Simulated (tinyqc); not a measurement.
# Pillar capacitor in an array: capacitance, non-linearity, leakage and relaxation: several studies

A film between two metal electrodes, each interface adding a series capacitance ci. The small-signal permittivity is ek (1 + aq E^2); the field is found with the linear permittivity. Leakage J = J0 sinh(E/Ef). After a voltage step the film passes a relaxation current kr C V tt^(-nr), tt being the time in seconds. The sidewall is a coaxial capacitor with radii a = dm/2 and b = dm/2 + t, depth AR dm; the end face is left out.

Inputs (values chosen for the exercise); permittivity of the order of that of zirconium oxide: relative permittivity of the film ek = 36.1; film thickness t = 11 nm; capacitance of each electrode interface (dead layer and screening) ci = 190 uF/cm^2; quadratic field coefficient of the permittivity aq = 0.008 cm^2/MV^2; bias V = 2.4 V; exponent of the relaxation current nr = 0.942; strength of the relaxation kr = 0.0019; leakage prefactor J0 = 1e-10 A/cm^2; field for an e-fold rise of the leakage Ef = 0.33 MV/cm; aspect ratio, depth over diameter AR = 10; pitch of the square array pt = 87 nm; resistivity of the inner electrode rho = 360 uohm cm; duration of the write pulse t0 = 1e-8 s.

Constants: eps0 = 8.8541878128e-14 F/cm where lengths are in cm. Results are converted to the units shown.

Each table varies one quantity; the others keep the values above.

## Capacitance, non-linearity and leakage against thickness

Planar film: Cf = eps0 ek/t, 1/C = 1/Cf + 2/ci, EOT = 3.9 eps0/C, effective permittivity C t/eps0, E = (V/t) C/Cf; quadratic coefficient [C(V)/C - 1]/V^2 with Cf (1 + aq E^2) in C(V).

Capacitance, non-linearity and leakage against thickness:

| t (nm) | C (uF/cm^2) | EOT (nm) | effective permittivity | E (MV/cm) | quadratic coefficient (ppm/V^2) | J (A/cm^2) |
|---|---|---|---|---|---|---|
| 6 | 5.044 | 0.6845 | 34.18 | 3.788 | 1.875e4 | 4.826e-6 |
| 8 | 3.834 | 0.9006 | 34.64 | 2.879 | 1.102e4 | 3.074e-7 |
| 11 | 2.820 | 1.225 | 35.03 | 2.117 | 6034 | 3.056e-8 |
| 14 | 2.230 | 1.549 | 35.25 | 1.674 | 3799 | 7.981e-9 |
| 19 | 1.653 | 2.089 | 35.47 | 1.241 | 2102 | 2.149e-9 |
| 25 | 1.262 | 2.737 | 35.62 | 0.9473 | 1230 | 8.794e-10 |
| 34 | 0.9309 | 3.709 | 35.75 | 0.6990 | 671.9 | 4.097e-10 |
| 45 | 0.7050 | 4.898 | 35.83 | 0.5294 | 386.3 | 2.386e-10 |
| 60 | 0.5298 | 6.518 | 35.90 | 0.3978 | 218.5 | 1.519e-10 |

Read the table: what changes, and by how much?

C falls from 5.04 to 0.530 uF/cm^2 while the effective permittivity goes from 34.2 to 35.9 (ek = 36.1). EOT is a straight line in t with slope 3.9/ek = 0.108 and intercept 0.0363 nm. The quadratic coefficient goes as t^(-1.85) between the first two rows and t^(-1.98) between the last two (-2 without interfaces), and J falls by 4.50 decades.

## Cell against the diameter of the pillar

Per length 1/c = ln(b/a)/(2 pi eps0 ek) + (1/a + 1/b)/(2 pi ci); cell capacitance c AR dm; per footprint over pt^2; fields c V/(2 pi eps0 ek r) at r = a and b; resistance of the inner electrode rho AR dm/(pi a^2); time constant R C/3 of the distributed line. The pitch is scaled as pt dm/(45 nm).

Cell against the diameter of the pillar:

| dm (nm) | cell capacitance (fF) | per footprint (uF/cm^2) | field at a (MV/cm) | field at b (MV/cm) | R (kohm) | R C/3 (ps) |
|---|---|---|---|---|---|---|
| 38 | 1.6196 | 30.006 | 2.6806 | 1.6977 | 1.2062 | 0.65118 |
| 51 | 2.7694 | 28.486 | 2.5448 | 1.7779 | 0.89876 | 0.82968 |
| 69 | 4.8567 | 27.292 | 2.4381 | 1.8487 | 0.66430 | 1.0754 |
| 92 | 8.3598 | 26.424 | 2.3606 | 1.9051 | 0.49822 | 1.3883 |
| 120 | 13.890 | 25.806 | 2.3054 | 1.9482 | 0.38197 | 1.7685 |
| 160 | 24.200 | 25.290 | 2.2593 | 1.9862 | 0.28648 | 2.3109 |
| 220 | 44.980 | 24.863 | 2.2211 | 2.0192 | 0.20835 | 3.1238 |

As dm goes from 38 to 220, the cell capacitance rises from 1.62 to 45.0 fF, the capacitance per footprint falls from 30.0 to 24.9 uF/cm^2, the ratio of the two fields falls from 1.58 to 1.10 and R C/3 rises from 0.651 to 3.12 ps; the time constant goes as dm^(0.82) between the first two rows and dm^(0.95) between the last two.

## Charge lost after writing

Planar film: Cf = eps0 ek/t, 1/C = 1/Cf + 2/ci, EOT = 3.9 eps0/C, effective permittivity C t/eps0, E = (V/t) C/Cf. A capacitor written for t0 and then left open loses, as a share of C V, kr (tt^(1 - nr) - t0^(1 - nr))/(1 - nr) by relaxation and J tt/(C V) by leakage; both are taken as small, and rows far outside that range are left out.

The same in every row: leakage current (nA/cm^2) = 30.56.

Result of one run:

| tt (s) | relaxation current (nA/cm^2) | loss by relaxation (%) | loss by leakage (%) | total loss (%) |
|---|---|---|---|---|
| 1e-6 | 5.770e6 | 0.3446 | 4.516e-7 | 0.3446 |

What becomes of these results when the time since the start of the write pulse tt is changed from 1e-6 to 0.0001 s, all else the same?

Result of the changed run:

| tt (s) | relaxation current (nA/cm^2) | loss by relaxation (%) | loss by leakage (%) | total loss (%) |
|---|---|---|---|---|
| 0.0001 | 7.536e4 | 0.7947 | 4.516e-5 | 0.7947 |

The whole series:

| tt (s) | relaxation current (nA/cm^2) | loss by relaxation (%) | loss by leakage (%) | total loss (%) |
|---|---|---|---|---|
| 1e-6 | 5.770e6 | 0.3446 | 4.516e-7 | 0.3446 |
| 1e-5 | 6.594e5 | 0.5546 | 4.516e-6 | 0.5546 |
| 0.0001 | 7.536e4 | 0.7947 | 4.516e-5 | 0.7947 |
| 0.001 | 8613 | 1.069 | 4.516e-4 | 1.069 |
| 0.01 | 984.3 | 1.383 | 0.004516 | 1.387 |
| 0.1 | 112.5 | 1.741 | 0.04516 | 1.786 |
| 1 | 12.86 | 2.150 | 0.4516 | 2.602 |
| 10 | 1.469 | 2.618 | 4.516 | 7.134 |

The two currents are equal at tt = 0.399 s. The loss by relaxation grows from 0.345 to 2.62 %, by 0.210 points over the first decade and 0.468 over the last, while the loss by leakage grows tenfold a decade. Leakage is the larger loss for tt = 10 s. For tt = 10 the falling voltage would already cut the leakage, so the linear estimate overstates the loss.

tinyqc, about 0.01 s, one thread, Intel Xeon 2.30GHz (shared host): `OMP_NUM_THREADS=1 python tinyqc.py 2102102 2102103 out.jsonl`
